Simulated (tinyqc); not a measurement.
## Segment and feed resistance from two drops

Problem. A rail is fed at one end through Rq; K loads of Ij follow, each after a segment Rs. The drop at load j is K Ij Rq + Rs Ij sum_(l=1..j) (K - l + 1). Find Rs, Rq and the worst drop, at the middle, if the rail were fed through Rq at both ends: K Ij Rq/2 + Rs Ij K^2/8 with the load taken as continuous.

Parameters, values chosen for the exercise:
- K = 25 (number of equal loads)
- Ij = 0.78 mA (current of each load)

drops at the first and at the last load (mV): 15.6  179.4

Solution. The difference of the two drops is Rs Ij K (K - 1)/2, which gives Rs; the first drop then gives Rq.

Rs = 0.700 ohm
Rq = 0.100 ohm
drop at the middle with two feeds = 43.6 mV

Program tinyqc, `OMP_NUM_THREADS=1 python tinyqc.py 2770209 2770210 out.jsonl`; Intel Xeon 2.30GHz, shared host, one thread, about 0.3 s.
